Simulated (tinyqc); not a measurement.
## Delay unit and parasitic delay from two ring oscillators

Inverse problem. A ring of 11 inverters oscillates at 1/(2 x 11 d), with stage delay d = tau (h + p) for fan-out h. Find tau, p and the delay at fan-out 4.

frequencies of 11-stage ring oscillators with fan-out 1 and 5 (GHz): [3.4578553, 1.1941202]

Solution. d is a straight line in h with slope tau and intercept tau p.

tau = 6.23 ps
p = 1.11
delay at fan-out 4 = 31.8 ps

Program tinyqc, `OMP_NUM_THREADS=1 python tinyqc.py 2082102 2082103 out.jsonl`; Intel Xeon 2.30GHz, shared host, one thread, about 0.01 s.
